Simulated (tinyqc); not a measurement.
MOSFET with velocity saturation and source resistance: one step of the calculation.

Strong inversion, charge Q = Cox (Vg - m V) at channel potential V with Vg the gate overdrive, and drift velocity v = mu E/(1 + mu E/vsat). Integrating along the channel gives I = mu Cox (1/L)(Vg Vd - m Vd^2/2)/(1 + Vd/Vc) per width, Vc = vsat L/mu, which peaks at Vdsat. Units: I in uA/um, Rs in ohm um, so the drop over Rs is 1e-6 I Rs volts.

Task. Saturation current with source resistance. Vg = Vgs - I Rs - VT (0 if negative), mu = mu0/(1 + th Vg), Vc = vsat L/mu, x = sqrt(1 + 2 Vg/(m Vc)), Vdsat = 2 Vg/(m (1 + x)), Isat = Cox vsat Vg (x - 1)/(x + 1) per width. I(new) = Isat.

Parameters, values chosen for the exercise:
```
symbol  value        unit                       meaning
Cox      1.92     uF/cm^2              gate capacitance
mu0       300  cm^2/(V s)  mobility at low gate voltage
th        0.4         1/V          mobility degradation
vsat    1.2e7        cm/s           saturation velocity
m        1.32                               body factor
VT       0.48           V                     threshold
L        0.18          um                channel length
Rs        300      ohm um             source resistance
Vgs       2.5           V                  gate voltage
```

I at the start = 0 uA/um

Find: Vg; mu; Vc; Vdsat; Isat; I after iteration 1.

Result.

Vg = 2.0200 V
mu = 165.93 cm^2/(V s)
Vc = 1.3018 V
Vdsat = 1.0813 V
Isat = 1365.7 uA/um
I after iteration 1 = 1365.7 uA/um

Program tinyqc, `OMP_NUM_THREADS=1 python tinyqc.py 2500049 2500050 out.jsonl`; Intel Xeon 2.30GHz, shared host, one thread, about 0.01 s.
